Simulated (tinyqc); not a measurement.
Fermi level and growth conditions: formation energy of a charged point defect from supercell energies. Computed by tinyqc, a small Python program. Command: `OMP_NUM_THREADS=1 python tinyqc.py 3016722 3016723 out.jsonl formation walk`. One thread of a shared host (Intel(R) Xeon(R) Processor @ 2.30GHz), about 0.01 s of CPU time with the checks.

The host is a compound AB. Making the defect adds n_A = 0, n_B = -1, n_X = 1 atoms to the cell. All total energies are inputs. E_F is counted from the valence-band maximum (VBM); x = 0 is A-rich and x = 1 B-rich growth.

Inputs (values chosen for the exercise, with gap and screening modelled on GaN):

| quantity | value | unit |
|---|---|---|
| gap E_g | 3.4 | eV |
| E_VBM of the host cell | 3.631 | eV |
| potential alignment dV | 0.026 | eV |
| dielectric constant eps | 9.19 | - |
| cell length L | 19.1 | angstrom |
| mu_B of the pure element | -6.562 | eV |
| formation enthalpy dH of AB | -1.96 | eV |
| growth condition x | 0.1 | - |
| mu_X of the pure element | -5.549 | eV |
| formation enthalpy of AX | -1.5 | eV |

Defect: impurity X on a B site. Supercell lattice: bcc.

charge states q: 0  -1  -2

E(defect, q) - E(host), in the order of q (eV): 3.93  8.419  13.967

Constants: e^2/(4 pi eps_0) = 14.39964548 eV angstrom.

Method:
- dmu_A = x dH and dmu_B = (1 - x) dH, so that dmu_A + dmu_B = dH; mu = mu(element) + dmu. The impurity is held at its solubility limit: dmu_X = min(0, dH(AX) - dmu_A).
- The reservoir term is sum n_i mu_i.
- Image-charge correction of a point charge in a neutralising background: E_corr = q^2 alpha e^2/(4 pi eps_0) / (2 eps L), alpha = 2.888462 for a bcc array with L the cube root of the volume.
- E_f(q, E_F) = [E(defect, q) - E(host)] - sum n_i mu_i + q (E_VBM + dV + E_F) + E_corr(q).
- Each entry is the lowest E_f over q.

E_f(q, 0) (eV): (q=0) 2.45700, (q=-1) 3.40748, (q=-2) 5.65391

sum n_i mu_i = 1.473 eV

Lowest formation energy (eV):

| E_F (eV) | stable q | A-rich, x = 0 | x = 0.5 | B-rich, x = 1 |
|---|---|---|---|---|
| 0.000 | 0 | 2.4570 | 2.4570 | 2.9170 |
| 0.425 | 0 | 2.4570 | 2.4570 | 2.9170 |
| 0.850 | 0 | 2.4570 | 2.4570 | 2.9170 |
| 1.275 | -1 | 2.1325 | 2.1325 | 2.5925 |
| 1.700 | -1 | 1.7075 | 1.7075 | 2.1675 |
| 2.125 | -1 | 1.2825 | 1.2825 | 1.7425 |
| 2.550 | -2 | 0.5539 | 0.5539 | 1.0139 |
| 2.975 | -2 | -0.2961 | -0.2961 | 0.1639 |
| 3.400 | -2 | -1.1461 | -1.1461 | -0.6861 |

What does the comparison show, and why?

Going from A-rich to B-rich growth shifts every line by +0.460 eV and moves no transition level. The slope of the envelope is the stable charge, so E_f is highest in the rows from E_F = 0 to 0.850 eV, where the neutral state is stable: the defect forms most easily in n-type material. Under A-rich growth E_f turns negative for part of the gap, so in equilibrium E_F cannot enter that part. Under B-rich growth E_f turns negative for part of the gap, so in equilibrium E_F cannot enter that part.

Extremes, crossings and ranges named in words are read from the listed rows.
